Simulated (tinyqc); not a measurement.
Inside a calculation. Method: CISD on RHF in the 6-311g basis, for H2, spin multiplicity 1. One step of it, computed by the program tinyqc.

Task: Iteration 1: building the Fock matrix. J_ij = sum D_kl (ij|kl), K_ij = sum D_kl (ik|jl); F = H + J - 0.5 K; E = tr D H + tr D J / 2 - 0.25 tr D K + E_nn.

D at the start:
```
,1H 1s,1H 2s,1H 3s,2H 1s,2H 2s,2H 3s
1H 1s,0.007559,-0.051714,-0.020624,0.007559,-0.051714,-0.020624
1H 2s,-0.051714,0.353782,0.141088,-0.051714,0.353782,0.141088
1H 3s,-0.020624,0.141088,0.056266,-0.020624,0.141088,0.056266
2H 1s,0.007559,-0.051714,-0.020624,0.007559,-0.051714,-0.020624
2H 2s,-0.051714,0.353782,0.141088,-0.051714,0.353782,0.141088
2H 3s,-0.020624,0.141088,0.056266,-0.020624,0.141088,0.056266
```

core Hamiltonian H = T + V (hartree):
```
,1H 1s,1H 2s,1H 3s,2H 1s,2H 2s,2H 3s
1H 1s,-0.534961,-1.018649,-0.673952,-0.660330,-0.771340,-0.587005
1H 2s,-1.018649,-1.066068,-0.855948,-0.771340,-0.930125,-0.786712
1H 3s,-0.673952,-0.855948,-0.810079,-0.587005,-0.786712,-0.768993
2H 1s,-0.660330,-0.771340,-0.587005,-0.534961,-1.018649,-0.673952
2H 2s,-0.771340,-0.930125,-0.786712,-1.018649,-1.066068,-0.855948
2H 3s,-0.587005,-0.786712,-0.768993,-0.673952,-0.855948,-0.810079
```

Two-electron integrals (ij|kl) in chemists' order, unique and non-zero (hartree):
```
i,j,k,l,(ij|kl)
1,1,1,1,1.393035
2,1,1,1,0.822971
2,1,2,1,0.509703
2,2,1,1,0.822904
2,2,2,1,0.543028
2,2,2,2,0.644106
3,1,1,1,0.411256
3,1,2,1,0.257757
3,1,2,2,0.279868
3,1,3,1,0.130794
3,2,1,1,0.543681
3,2,2,1,0.365771
3,2,2,2,0.452669
3,2,3,1,0.189803
3,2,3,2,0.325140
3,3,1,1,0.494021
3,3,2,1,0.340115
3,3,2,2,0.445993
3,3,3,1,0.178035
3,3,3,2,0.331779
3,3,3,3,0.361682
4,1,1,1,0.308204
4,1,2,1,0.194603
4,1,2,2,0.212767
4,1,3,1,0.098903
4,1,3,2,0.144419
4,1,3,3,0.135475
4,1,4,1,0.100662
4,2,1,1,0.349820
4,2,2,1,0.233559
4,2,2,2,0.280909
4,2,3,1,0.120738
4,2,3,2,0.197875
4,2,3,3,0.194941
4,2,4,1,0.130078
4,2,4,2,0.191307
4,3,1,1,0.224975
4,3,2,1,0.152297
4,3,2,2,0.188811
4,3,3,1,0.079121
4,3,3,2,0.134976
4,3,3,3,0.135926
4,3,4,1,0.085527
4,3,4,2,0.131174
4,3,4,3,0.091520
4,4,1,1,0.712497
4,4,2,1,0.488771
4,4,2,2,0.614434
4,4,3,1,0.254790
4,4,3,2,0.439437
4,4,3,3,0.440636
4,4,4,1,0.308204
4,4,4,2,0.491154
4,4,4,3,0.342884
4,4,4,4,1.393035
5,1,1,1,0.491154
5,1,2,1,0.306183
5,1,2,2,0.329540
5,1,3,1,0.155124
5,1,3,2,0.222767
5,1,3,3,0.208080
5,1,4,1,0.130078
5,1,4,2,0.160793
5,1,4,3,0.105329
5,1,4,4,0.349820
5,1,5,1,0.191307
5,2,1,1,0.559075
5,2,2,1,0.372614
5,2,2,2,0.451293
5,2,3,1,0.192698
5,2,3,2,0.320397
5,2,3,3,0.320633
5,2,4,1,0.169231
5,2,4,2,0.239337
5,2,4,3,0.164195
5,2,4,4,0.559075
5,2,5,1,0.239337
5,2,5,2,0.349411
5,3,1,1,0.413125
5,3,2,1,0.281089
5,3,2,2,0.357263
5,3,3,1,0.146466
5,3,3,2,0.260474
5,3,3,3,0.272767
5,3,4,1,0.129817
5,3,4,2,0.193997
5,3,4,3,0.136403
5,3,4,4,0.463303
5,3,5,1,0.182033
5,3,5,2,0.284811
5,3,5,3,0.242504
5,4,1,1,0.488771
5,4,2,1,0.333442
5,4,2,2,0.418973
5,4,3,1,0.173655
5,4,3,2,0.301026
5,4,3,3,0.305022
5,4,4,1,0.194603
5,4,4,2,0.306183
5,4,4,3,0.215067
5,4,4,4,0.822971
5,4,5,1,0.233559
5,4,5,2,0.372614
5,4,5,3,0.312079
5,4,5,4,0.509703
5,5,1,1,0.614434
5,5,2,1,0.418973
5,5,2,2,0.533755
5,5,3,1,0.218441
5,5,3,2,0.388979
5,5,3,3,0.405981
5,5,4,1,0.212767
5,5,4,2,0.329540
5,5,4,3,0.233802
5,5,4,4,0.822904
5,5,5,1,0.280909
5,5,5,2,0.451293
5,5,5,3,0.387332
5,5,5,4,0.543028
5,5,5,5,0.644106
6,1,1,1,0.342884
6,1,2,1,0.215067
6,1,2,2,0.233802
6,1,3,1,0.109156
6,1,3,2,0.158634
6,1,3,3,0.148887
6,1,4,1,0.085527
6,1,4,2,0.105329
6,1,4,3,0.069111
6,1,4,4,0.224975
6,1,5,1,0.131174
6,1,5,2,0.164195
6,1,5,3,0.125083
6,1,5,4,0.152297
6,1,5,5,0.188811
6,1,6,1,0.091520
6,2,1,1,0.463303
6,2,2,1,0.312079
6,2,2,2,0.387332
6,2,3,1,0.162014
6,2,3,2,0.278650
6,2,3,3,0.285108
6,2,4,1,0.129817
6,2,4,2,0.182033
6,2,4,3,0.125083
6,2,4,4,0.413125
6,2,5,1,0.193997
6,2,5,2,0.284811
6,2,5,3,0.233974
6,2,5,4,0.281089
6,2,5,5,0.357263
6,2,6,1,0.136403
6,2,6,2,0.242504
6,3,1,1,0.435508
6,3,2,1,0.300271
6,3,2,2,0.395314
6,3,3,1,0.157269
6,3,3,2,0.294862
6,3,3,3,0.323233
6,3,4,1,0.126663
6,3,4,2,0.187978
6,3,4,3,0.132621
6,3,4,4,0.435508
6,3,5,1,0.187978
6,3,5,2,0.298291
6,3,5,3,0.258670
6,3,5,4,0.300271
6,3,5,5,0.395314
6,3,6,1,0.132621
6,3,6,2,0.258670
6,3,6,3,0.298245
6,4,1,1,0.254790
6,4,2,1,0.173655
6,4,2,2,0.218441
6,4,3,1,0.090434
6,4,3,2,0.157252
6,4,3,3,0.160009
6,4,4,1,0.098903
6,4,4,2,0.155124
6,4,4,3,0.109156
6,4,4,4,0.411256
6,4,5,1,0.120738
6,4,5,2,0.192698
6,4,5,3,0.162014
6,4,5,4,0.257757
6,4,5,5,0.279868
6,4,6,1,0.079121
6,4,6,2,0.146466
6,4,6,3,0.157269
6,4,6,4,0.130794
6,5,1,1,0.439437
6,5,2,1,0.301026
6,5,2,2,0.388979
6,5,3,1,0.157252
6,5,3,2,0.286339
6,5,3,3,0.305069
6,5,4,1,0.144419
6,5,4,2,0.222767
6,5,4,3,0.158634
6,5,4,4,0.543681
6,5,5,1,0.197875
6,5,5,2,0.320397
6,5,5,3,0.278650
6,5,5,4,0.365771
6,5,5,5,0.452669
6,5,6,1,0.134976
6,5,6,2,0.260474
6,5,6,3,0.294862
6,5,6,4,0.189803
6,5,6,5,0.325140
6,6,1,1,0.440636
6,6,2,1,0.305022
6,6,2,2,0.405981
6,6,3,1,0.160009
6,6,3,2,0.305069
6,6,3,3,0.339718
6,6,4,1,0.135475
6,6,4,2,0.208080
6,6,4,3,0.148887
6,6,4,4,0.494021
6,6,5,1,0.194941
6,6,5,2,0.320633
6,6,5,3,0.285108
6,6,5,4,0.340115
6,6,5,5,0.445993
6,6,6,1,0.135926
6,6,6,2,0.272767
6,6,6,3,0.323233
6,6,6,4,0.178035
6,6,6,5,0.331779
6,6,6,6,0.361682
```

nuclear repulsion = 0.72989960 hartree

Give: Coulomb J; exchange K; Fock matrix F; total energy of this density.

Result:

Coulomb J (hartree):
```
,1H 1s,1H 2s,1H 3s,2H 1s,2H 2s,2H 3s
1H 1s,1.2774,0.8665,0.4508,0.3784,0.5489,0.3820
1H 2s,0.8665,1.0895,0.7889,0.5489,0.8327,0.6969
1H 3s,0.4508,0.7889,0.8163,0.3820,0.6969,0.7567
2H 1s,0.3784,0.5489,0.3820,1.2774,0.8665,0.4508
2H 2s,0.5489,0.8327,0.6969,0.8665,1.0895,0.7889
2H 3s,0.3820,0.6969,0.7567,0.4508,0.7889,0.8163
```

exchange K (hartree):
```
,1H 1s,1H 2s,1H 3s,2H 1s,2H 2s,2H 3s
1H 1s,0.5114,0.6555,0.5157,0.3769,0.5779,0.4921
1H 2s,0.6555,0.9586,0.8023,0.5779,0.8982,0.7809
1H 3s,0.5157,0.8023,0.7005,0.4921,0.7809,0.6920
2H 1s,0.3769,0.5779,0.4921,0.5114,0.6555,0.5157
2H 2s,0.5779,0.8982,0.7809,0.6555,0.9586,0.8023
2H 3s,0.4921,0.7809,0.6920,0.5157,0.8023,0.7005
```

Fock matrix F (hartree):
```
,1H 1s,1H 2s,1H 3s,2H 1s,2H 2s,2H 3s
1H 1s,0.4868,-0.4799,-0.4810,-0.4704,-0.5114,-0.4510
1H 2s,-0.4799,-0.4559,-0.4683,-0.5114,-0.5465,-0.4803
1H 3s,-0.4810,-0.4683,-0.3441,-0.4510,-0.4803,-0.3583
2H 1s,-0.4704,-0.5114,-0.4510,0.4868,-0.4799,-0.4810
2H 2s,-0.5114,-0.5465,-0.4803,-0.4799,-0.4559,-0.4683
2H 3s,-0.4510,-0.4803,-0.3583,-0.4810,-0.4683,-0.3441
```

total energy of this density = -0.821262 hartree
